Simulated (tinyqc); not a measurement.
Worked calculation: short-period [001] superlattice in sp3s* tight binding. Values are carried at full precision from step to step, so a last printed digit may differ when a step is redone from the rounded ones.

sp3s* tight binding, nearest neighbours only: anion (a) at 0, cation (c) at a/4 (1,1,1), orbitals s, px, py, pz, s* on each; k in units of 2 pi/a. With phases e_j = exp(i (pi/2) k.n_j) for n = (1,1,1), (1,-1,-1), (-1,1,-1), (-1,-1,1): g0 = (e1+e2+e3+e4)/4, g1 = (e1+e2-e3-e4)/4, g2 = (e1-e2+e3-e4)/4, g3 = (e1-e2-e3+e4)/4. The diagonal holds the levels Esa, Epa, Exa (s*) and Esc, Epc, Exc. Anion-cation block: <sa|sc> = Vss g0; <sa|xc> = Vsapc g1; <xa|sc> = -Vscpa g1; <xa|xc> = Vxx g0; <xa|yc> = <ya|xc> = Vxy g3, <xa|zc> = <za|xc> = Vxy g2, <ya|zc> = <za|yc> = Vxy g1; <s*a|xc> = Vxapc g1; <xa|s*c> = -Vpaxc g1; y and z take g2 and g3 in place of g1; s-s* and s*-s* vanish.

Parameters, chosen for this exercise (A near a published set for GaAs, B for AlAs; not measured data):
```
symbol  value                                                                                           unit  meaning
pA      (-8.325, 1.039, -2.662, 3.679, 8.588, 6.724, -6.459, 1.958, 5.089, 4.482, 5.781, 4.839, 4.812)  eV    order Esa, Epa, Esc, Epc, Exa, Exc, Vss, Vxx, Vxy, Vsapc, Vscpa, Vxapc, Vpaxc
pB      (-7.519, 0.982, -1.166, 3.587, 7.471, 6.732, -6.654, 1.881, 4.297, 5.099, 5.484, 4.523, 4.982)  eV    the same for B
dEv     0.49                                                                                            eV    valence offset: Ev(B) lies this far below Ev(A)
n       2                                                                                                     monolayers of A
m       1                                                                                                     monolayers of B
```

## Band line-up of the two bulk crystals

Edges on the common scale: Ev, the conduction level at Gamma, the minimum on (kx,0,0) for kx from 0.5 to 1, and the level at X.

Edges (eV):
```
crystal       Ev   Gamma  Delta minimum       X
A         0.0000  1.5613         2.0430  2.0430
B        -0.4900  2.5443         1.7743  1.8030
```

For Gamma electrons A is the well, 0.983 eV deep; for X electrons B is, 0.240 eV deep; holes sit in A.

## Shifted levels

Planes alternate anion, cation along [001], a/4 apart; at zero in-plane momentum s, pz, s* form one block. All levels of A are shifted so that its Ev (lower root of [[Epa, Vxx], [Vxx, Epc]]) is 0, and those of B so that its Ev is -dEv. A monolayer is an anion plane and the cation plane above it; an anion between unlike cations takes the mean of the two anion levels; each bond takes the couplings of its cation. Block from an anion to the cation above: U with Vss/2 (s,s), Vsapc/2 (s,z), -Vscpa/2 (z,s), Vxx/2 (z,z), Vxapc/2 (s*,z), -Vpaxc/2 (z,s*); to the cation below: the same with the s-z and s*-z signs reversed. The cell of n + m monolayers is closed with the phase exp(2 pi i q). No spin-orbit coupling. In this block 2 (n + m) levels are filled.

Parameters in the order Esa, Epa, Esc, Epc, Exa, Exc, Vss, Vxx, Vxy, Vsapc, Vscpa, Vxapc, Vpaxc. Find Ev of each set and shift the levels.

Ev before the shift (eV): A -0.0024, B -0.0034

Levels (eV):
```
plane                  s       p      s*
anion A          -8.3226  1.0414  8.5904
cation A         -2.6596  3.6814  6.7264
anion B          -8.0056  0.4954  6.9844
cation B         -1.6526  3.1004  6.2454
interface anion  -8.1641  0.7684  7.7874
```

## The matrix for n = 2, m = 1 at q = 0

Planes in the order a1, c1, a2, c2, ...; the A cations come first.

H (eV):
```
        sa1     za1     *a1     sc1     zc1     *c1     sa2     za2     *a2     sc2     zc2     *c2
sa1  -8.164       0       0  -3.229   2.241       0       0       0       0       0       0       0
za1       0   0.768       0  -2.890   0.979  -2.406       0       0       0       0       0       0
*a1       0       0   7.787       0   2.420       0       0       0       0       0       0       0
sc1  -3.229  -2.890       0  -2.660       0       0  -3.229   2.890       0       0       0       0
zc1   2.241   0.979   2.420       0   3.681       0  -2.241   0.979  -2.420       0       0       0
*c1       0  -2.406       0       0       0   6.726       0   2.406       0       0       0       0
sa2       0       0       0  -3.229  -2.241       0  -8.323       0       0  -3.229   2.241       0
za2       0       0       0   2.890   0.979   2.406       0   1.041       0  -2.890   0.979  -2.406
*a2       0       0       0       0  -2.420       0       0       0   8.590       0   2.420       0
sc2       0       0       0       0       0       0  -3.229  -2.890       0  -2.660       0       0
zc2       0       0       0       0       0       0   2.241   0.979   2.420       0   3.681       0
*c2       0       0       0       0       0       0       0  -2.406       0       0       0   6.726
sa3       0       0       0       0       0       0       0       0       0  -3.229  -2.241       0
za3       0       0       0       0       0       0       0       0       0   2.890   0.979   2.406
*a3       0       0       0       0       0       0       0       0       0       0  -2.420       0
sc3  -3.327   2.742       0       0       0       0       0       0       0       0       0       0
zc3  -2.550   0.941  -2.261       0       0       0       0       0       0       0       0       0
*c3       0   2.491       0       0       0       0       0       0       0       0       0       0

        sa3     za3     *a3     sc3     zc3     *c3
sa1       0       0       0  -3.327  -2.550       0
za1       0       0       0   2.742   0.941   2.491
*a1       0       0       0       0  -2.261       0
sc1       0       0       0       0       0       0
zc1       0       0       0       0       0       0
*c1       0       0       0       0       0       0
sa2       0       0       0       0       0       0
za2       0       0       0       0       0       0
*a2       0       0       0       0       0       0
sc2  -3.229   2.890       0       0       0       0
zc2  -2.241   0.979  -2.420       0       0       0
*c2       0   2.406       0       0       0       0
sa3  -8.164       0       0  -3.327   2.550       0
za3       0   0.768       0  -2.742   0.941  -2.491
*a3       0       0   7.787       0   2.261       0
sc3  -3.327  -2.742       0  -1.653       0       0
zc3   2.550   0.941   2.261       0   3.100       0
*c3       0  -2.491       0       0       0   6.245
```

## Levels of the small cell

Diagonalise (s, pz, s* block of a cell with n = 2, m = 1; px and py are apart). The lowest 6 levels are filled. Give the share of the cation weight of the lowest empty level that lies on the A cations, c1 and c2.

levels (eV): [-12.441, -11.070, -10.876, -5.814, -5.481, -0.161, 1.817, 2.193, 2.228, 2.709, 2.792, 4.513, 6.566, 8.029, 9.285, 9.442, 10.470, 11.083]

share on A cations = 0.831

The lowest empty level is number 7, at 1.817 eV.

## Checks

- Cell of two equal monolayers against the bulk levels at Gamma and X: they agree to 1e-10 or better.

tinyqc: `OMP_NUM_THREADS=1 python tinyqc.py 1481824 1481825 out.jsonl`; about 0.5 s, one thread, shared Intel(R) Xeon(R) Processor @ 2.30GHz.
